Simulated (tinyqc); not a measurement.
# Changing the temperature T

Model: non-radiative capture by multiphonon emission, one effective mode. Computed by tinyqc, a small Python program. Command: `OMP_NUM_THREADS=1 python tinyqc.py 3018911 3018912 out.jsonl capture sweep`. One thread of a shared host (Intel(R) Xeon(R) Processor @ 2.30GHz), about 0.03 s of CPU time with the checks.

The initial state (free carrier plus empty centre) lies dE above the final state; both have the same frequency and are displaced by dQ.

Inputs (values chosen for the exercise, with mass, screening and phonons like those of diamond):
```
quantity,value,unit
energy released dE,1.99,eV
phonon energy hbar omega,86.7,meV
Huang-Rhys factor S,14,-
electron-phonon coupling W,0.0066,eV/(u^(1/2) angstrom)
cell volume V,2330,angstrom^3
degeneracy g,4,-
broadening b,51,meV
carrier mass m,0.769,m_0
defect density N_t,9e+13,cm^-3
```

Centre: neutral.

Constants: hbar^2/u = 4.18015928e-03 eV angstrom^2; k_B = 8.617333262e-05 eV/K; hbar = 6.582119569e-16 eV s; k_B = 1.380649e-23 J/K; m_0 = 9.1093837015e-31 kg.

Method:
- dQ = sqrt(2 S (hbar^2/u)/hbar omega); relaxation energy lambda = S hbar omega; phonons needed P = dE/hbar omega; classical barrier E_b = (dE - lambda)^2/(4 lambda); occupation n = 1/(exp(hbar omega/k_B T) - 1).
- Huang-Rhys weight for a net emission of p phonons: L_p = exp(-S (2n + 1)) ((n + 1)/n)^(p/2) I_p(2 S sqrt(n (n + 1))), I_p the modified Bessel function.
- M_p = sum_m w_m <m_i|Q|(m + p)_f>^2 with Q counted from the final minimum and Boltzmann weights w_m for m = 0..24; <m_i|Q|k_f> = sqrt((hbar^2/u)/(2 hbar omega)) [sqrt(k) <m|k-1> + sqrt(k+1) <m|k+1>], with overlaps of oscillators displaced by d = sqrt(2 S) summed on 1500 points from -16 to 16 + d.
- The delta function is a Gaussian of standard deviation b at dE - p hbar omega.
- C_0 = V (2 pi/hbar) g W^2 sum_p M_p Gaussian_p. The sum runs over the seven p from round(P) - 3 to round(P) + 3; 1 angstrom^3 = 1e-24 cm^3.
- For a neutral centre the Sommerfeld factor is 1.
- C = s C_0; v = sqrt(3 k_B T/m); sigma = C/v; tau = 1/(C N_t).

One run for each value:
```
temperature T (K),capture coefficient C (cm^3/s),C_0 (cm^3/s),Sommerfeld factor s,cross-section sigma (cm^2)
60,8.1907e-10,8.1907e-10,1,1.3751e-16
83,8.1908e-10,8.1908e-10,1,1.1692e-16
120,8.1964e-10,8.1964e-10,1,9.7305e-17
160,8.2370e-10,8.2370e-10,1,8.4687e-17
220,8.4506e-10,8.4506e-10,1,7.4093e-17
310,9.2002e-10,9.2002e-10,1,6.7955e-17
430,1.0829e-09,1.0829e-09,1,6.7915e-17
600,1.3710e-09,1.3710e-09,1,7.2788e-17
```

Describe and explain the trends.

Over the rows, capture coefficient C (cm^3/s) rises from 8.19e-10 to 1.37e-9; C_0 (cm^3/s) rises from 8.19e-10 to 1.37e-9; Sommerfeld factor s does not change. The classical barrier (dE - S hbar omega)^2/(4 S hbar omega) is 0.124 eV and hbar omega/k_B is 1006 K; well below that temperature C_0 is the tunnelling rate from the lowest level.

Extremes, crossings and ranges named in words are read from the listed rows.
